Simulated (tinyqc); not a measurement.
# Charge-trap memory cell: two studies

Channel, tunnel oxide, storage layer, blocking layer, gate. N electrons per area sit in a sheet at the centroid and shift the threshold by U = (q/eps0) N (tb/eb + xc tn/en). EOT = t1 + 3.9 (tn/en + tb/eb); tunnel field F = (Vg - U)/EOT; dN/dt = eta (J/q)(1 - N/Nm). Fowler-Nordheim: J = A F^2 exp(-B/F), A = q^2/(16 pi^2 hbar mo phi) (times 1e14 for A/cm^2 with F in V/nm, emitter mass m0), B = (4/3) sqrt(mo/C) phi^1.5, C = hbar^2/(2 m0).

Inputs (values chosen for the exercise); oxide values close to those of silicon dioxide, storage layer close to silicon nitride, blocking layer close to silicon dioxide:

| symbol | value | unit | meaning |
|---|---|---|---|
| phi | 3.05 | eV | tunnel barrier |
| mo | 0.49 | m0 | tunnelling mass |
| t1 | 5.1 | nm | tunnel oxide (permittivity 3.9) |
| tn | 5.8 | nm | storage layer |
| en | 7 |  | its relative permittivity |
| tb | 7.4 | nm | blocking layer |
| eb | 3.9 |  | its relative permittivity |
| xc | 0.65 |  | charge centroid, share of tn counted from the blocking side |
| eta | 0.62 |  | capture efficiency of an empty layer |
| Nm | 2e13 | cm^-2 | trap density |
| Vg | 18.4 | V | gate voltage less flat band and surface potential |

Constants: q = 1.602176634e-19 C, hbar = 1.054571817e-34 J s, m0 = 9.1093837015e-31 kg, eps0 = 8.8541878128e-14 F/cm where lengths are in cm, hbar^2/(2 m0) = 0.0380998212 eV nm^2. Results are converted to the units shown.

Each table varies one quantity; the others keep the values above.

## Effect of the gate voltage

After 0.0001 s. The rate equation is integrated from N = 0 to the digits shown; blocking field (3.9 F + q N/eps0)/eb.

Effect of the gate voltage:
```
Vg (V),N/Nm,U (V),F (V/nm),blocking field (V/nm)
16.4,0.03884,0.3424,1.021,1.057
17.3,0.09715,0.8565,1.045,1.135
18.1,0.1675,1.476,1.057,1.212
19,0.2553,2.251,1.065,1.302
19.8,0.3358,2.961,1.070,1.382
20.7,0.4265,3.760,1.077,1.473
21.5,0.5061,4.462,1.083,1.553
22.4,0.5941,5.238,1.091,1.642
```

What does the table show?

U rises from 0.342 to 5.24 V; the slope between neighbouring rows is at most 0.888 and 0.862 between the last two rows. In the upper rows it falls short of the 1 of a floating gate because capture weakens as the traps fill (59.4 % in the last row); where little charge has entered in the time given, the slope is small in any case. The blocking field reaches 16.4 MV/cm, where electrons may escape to the gate, which the model leaves out.

## Threshold shift against programming time

Same model as above.

Result of one run:
```
t (s),N/Nm,U (V),F (V/nm),blocking field (V/nm)
1.7,0.6989,6.161,0.7780,1.426
```

What becomes of these results when the time t is changed from 1.7 to 0.058 s, all else the same?

Result of the changed run:
```
t (s),N/Nm,U (V),F (V/nm),blocking field (V/nm)
0.058,0.5582,4.921,0.8568,1.375
```

The whole series:
```
t (s),N/Nm,U (V),F (V/nm),blocking field (V/nm)
2.5e-6,0.02086,0.1839,1.158,1.177
1.3e-5,0.07441,0.6560,1.128,1.197
7.1e-5,0.1737,1.532,1.072,1.233
0.00038,0.2831,2.496,1.011,1.274
0.002,0.3840,3.385,0.9545,1.311
0.011,0.4770,4.205,0.9023,1.345
0.058,0.5582,4.921,0.8568,1.375
0.31,0.6317,5.569,0.8156,1.402
1.7,0.6989,6.161,0.7780,1.426
```

U rises from 0.184 to 6.16 V, by 0.801 V a decade at the end. In the last row the falling field has cut J by a factor of 1.30e5, and filling has cut the capture by 3.32. The blocking field reaches 14.3 MV/cm, where electrons may escape to the gate, which the model leaves out.

Range of the model: The Fowler-Nordheim form needs F t1 above phi; trap-assisted paths and leakage through the blocking layer are left out.

Program tinyqc, `OMP_NUM_THREADS=1 python tinyqc.py 2130034 2130035 out.jsonl`; Intel Xeon 2.30GHz, shared host, one thread, about 0.06 s.
